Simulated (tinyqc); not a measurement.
# Thin film between two gates, subbands and threshold shift from confinement: effects of single changes

Undoped body with a flat potential across it, hard walls, transport along x. Three valley pairs (g = 2 each) with the longitudinal mass along x, y or z. Non-parabolicity enters the subband edges through E (1 + al E) = gamma, so E = 2 gamma/(1 + sqrt(1 + 4 al gamma)); motion within a subband is taken as parabolic with the band-edge mass. Energies are counted from the bulk band edge.

Inputs (values chosen for the exercise); masses close to those of silicon: temperature T = 400 K; longitudinal mass ml = 0.922 m0; transverse mass mt = 0.187 m0; non-parabolicity al = 0 1/eV; film thickness (along z) t = 7.8 nm; widening of the box by penetration into the insulator dl = 0.2 nm; gate capacitance per area of interface Cg = 3.2 uF/cm^2.

Constants: q = 1.602176634e-19 C, kB = 1.380649e-23 J/K, hbar = 1.054571817e-34 J s, m0 = 9.1093837015e-31 kg, Vt = kB T/q, hbar^2/(2 m0) = 0.0380998212 eV nm^2. Results are converted to the units shown.

Each table varies one quantity; the others keep the values above.

## Confinement against the film thickness

gamma = C (pi k/(t + dl))^2/mz, C = hbar^2/(2 m0). Each subband has N_k = g sqrt(mx my) m0 kB T/(pi hbar^2); without degeneracy n = exp(EF/Vt) sum N_k exp(-E_k/Vt). Classical value Nc times t, Nc = sum over valleys of 2 g (m m0 kB T/(2 pi hbar^2))^1.5 with m = (mx my mz)^(1/3). Threshold shift dVT = Vt ln(classical value/sum N_k exp(-E_k/Vt)). With degeneracy n = sum N_k F((EF - E_k)/Vt), F(x) = ln(1 + exp(x)); gate: Vg = EF + q n/(Cg P), P = 2 (both faces), summed over the 60 lowest subbands at most, with Vg counted from the value that would put EF at the bulk band edge of an empty body. The last two columns are for Vg = 0.7 V; sensitivity d(dVT)/dt by central differences between 0.99 and 1.01 times the value.

Confinement against the film thickness:

| t (nm) | E_1 (meV) | gap to the next edge (meV) | dVT (mV) | sensitivity (mV/nm) | n/P (cm^-2) | share of the lowest subband (%) |
|---|---|---|---|---|---|---|
| 2 | 84.26 | 252.8 | 99.25 | -59.62 | 9.828e12 | 99.07 |
| 2.7 | 48.49 | 145.5 | 72.76 | -24.36 | 1.079e13 | 81.54 |
| 3.6 | 28.24 | 84.73 | 55.43 | -16.64 | 1.186e13 | 53.51 |
| 4.7 | 16.99 | 50.96 | 39.53 | -11.98 | 1.261e13 | 36.20 |
| 6.3 | 9.653 | 28.96 | 25.72 | -5.908 | 1.318e13 | 25.13 |
| 8.4 | 5.514 | 16.54 | 17.33 | -2.681 | 1.359e13 | 18.22 |
| 11 | 3.251 | 9.754 | 12.38 | -1.355 | 1.391e13 | 13.54 |
| 15 | 1.765 | 5.296 | 8.622 | -0.6532 | 1.423e13 | 9.653 |
| 20 | 0.9995 | 2.999 | 6.256 | -0.3430 | 1.449e13 | 7.110 |

As t grows from 2 to 20 nm, E_1 falls from 84.3 to 1.00 meV and dVT falls from 99.2 to 6.26 mV. E_1 goes as t^(-1.84) at the thin end (-2 for a parabolic band without penetration); a thickness error of 0.2 nm moves the threshold by 12 mV in the first row and 0.069 mV in the last. The charge per interface area rises from 9.83e12 to 1.45e13 cm^-2. For t = 2, 2.7 the body is too thin for bulk effective masses to be reliable. In every row the charge in the last two columns would bend the potential across the body by some 30 mV or more, which is left out.

## Charge and subband filling against gate voltage

Same model as above.

Each subband has N_k = g sqrt(mx my) m0 kB T/(pi hbar^2). Cq = q dn/dEF.

Results:

| Vg (V) | EF - E_1 (eV) | n (cm^-2) | n/P (cm^-2) | share of the lowest subband (%) | Cq/(Cg P) | total C/(Cg P) |
|---|---|---|---|---|---|---|
| -0.14 | -0.1530 | 2.642e11 | 1.321e11 | 23.94 | 0.1912 | 0.1605 |
| -0.02 | -0.08000 | 2.142e12 | 1.071e12 | 23.54 | 1.514 | 0.6022 |
| 0.11 | -0.04355 | 5.879e12 | 2.940e12 | 22.80 | 3.971 | 0.7988 |
| 0.36 | -0.008722 | 1.447e13 | 7.237e12 | 21.38 | 8.884 | 0.8988 |
| 0.48 | 0.002243 | 1.883e13 | 9.415e12 | 20.77 | 11.05 | 0.9170 |
| 0.61 | 0.01215 | 2.363e13 | 1.181e13 | 20.17 | 13.23 | 0.9297 |
| 0.73 | 0.02006 | 2.810e13 | 1.405e13 | 19.66 | 15.10 | 0.9379 |
| 0.86 | 0.02769 | 3.299e13 | 1.650e13 | 19.15 | 16.98 | 0.9444 |

Estimate the missing row, Vg = 0.23 V.

Computed row:

| Vg (V) | EF - E_1 (eV) | n (cm^-2) | n/P (cm^-2) | share of the lowest subband (%) | Cq/(Cg P) | total C/(Cg P) |
|---|---|---|---|---|---|---|
| 0.23 | -0.02387 | 9.886e12 | 4.943e12 | 22.10 | 6.377 | 0.8644 |

With this row back in the table: EF passes E_1 = 0.00637 eV at Vg = 0.453 V. The share of the lowest subband falls from 23.9 to 19.2 % and the total capacitance rises from 0.161 to 0.944 of Cg P. Between the last two rows 5.9 % of the added gate voltage goes into raising EF. For Vg = -0.02, 0.11, 0.23, 0.36, 0.48, 0.61, 0.73, 0.86 the charge would bend the potential across the body by some 30 mV or more, which is left out.

tinyqc, about 0.1 s, one thread, Intel Xeon 2.30GHz (shared host): `OMP_NUM_THREADS=1 python tinyqc.py 2350155 2350156 out.jsonl`
